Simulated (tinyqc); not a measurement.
Extrapolating accelerated tests: lateral field, substrate current, probability of reaching the oxide barrier and hot-carrier lifetime of a silicon transistor (pseudo-two-dimensional and lucky-electron models). Computed by tinyqc, a small Python program. Command: `OMP_NUM_THREADS=1 python tinyqc.py 3015863 3015864 out.jsonl hotcar walk`. One thread of a shared host (Intel(R) Xeon(R) Processor @ 2.30GHz), about 0.01 s of CPU time with the checks.

Local-field models: a lucky carrier gains its energy at the peak field over a path free of collisions. Voltages are magnitudes.

Inputs (values chosen for the exercise, modelled on a silicon p-channel): channel length L = 870 nm; oxide thickness t = 15 nm; junction depth x_j = 280 nm; mobility mu = 140 cm^2/(V s); saturation velocity v_s = 0.73 1e7 cm/s; threshold voltage V_T = 0.45 V; gate voltage V_G = 2.5 V; drain voltage V_D = 6.4 V; ionisation prefactor A_i = 8.1e+06 1/cm; ionisation field B_i = 3.56 MV/cm; hot-carrier mean free path lambda = 4.6 nm; oxide barrier phi_b = 4.6 eV; interface-trap threshold phi_it = 4.5 eV; lifetime constant H = 30 s microampere/micrometre.

Drain: abrupt.

Constants: eps_0 = 8.8541878128e-12 F/m.

Method:
- C_ox = 3.9 eps_0/t; F_sat = 2 v_s/mu; V_Dsat = V_ov F_sat L/(V_ov + F_sat L), V_ov = V_G - V_T; I_D/W = C_ox v_s (V_ov - V_Dsat).
- Scale length l = 0.22 t^(1/3) x_j^(1/2) (all in cm); F_m = sqrt(((V_D - V_Dsat)/l_e)^2 + F_sat^2), with l_e = l; length of the velocity-saturated region l_e ln((V_D - V_Dsat)/(l_e F_sat) + F_m/F_sat).
- Substrate current I_sub/I_D = (A_i/B_i)(V_D - V_Dsat) exp(-B_i/F_m); probability of reaching the oxide barrier exp(-phi_b/(e lambda F_m)); lifetime tau = (H/(I_D/W)) exp(phi_it/(e lambda F_m)).
- V_10 solves tau = 3.156e8 s at the given V_G. The extrapolation fits ln(tau) against 1/V_D at 1, 1.08, 1.16 and 1.25 times the given V_D (rounded to 3 digits) by least squares and reads off the same tau.

V_Dsat = 1.67217 V

Stress points:
```
V_D (V)  1/V_D (1/V)     tau (s)
6.40         0.15625  1.4566e+11
6.91         0.14472  1.3242e+10
7.42         0.13477  1.7720e+09
8.00         0.12500  2.5896e+08
```

ten-year drain voltage V_10 = 7.9354 V

V_10 from the 1/V_D extrapolation = 7.9286 V

What follows from these numbers?

The extrapolation is 7 mV below the true value.

Extremes, crossings and ranges named in words are read from the listed rows.
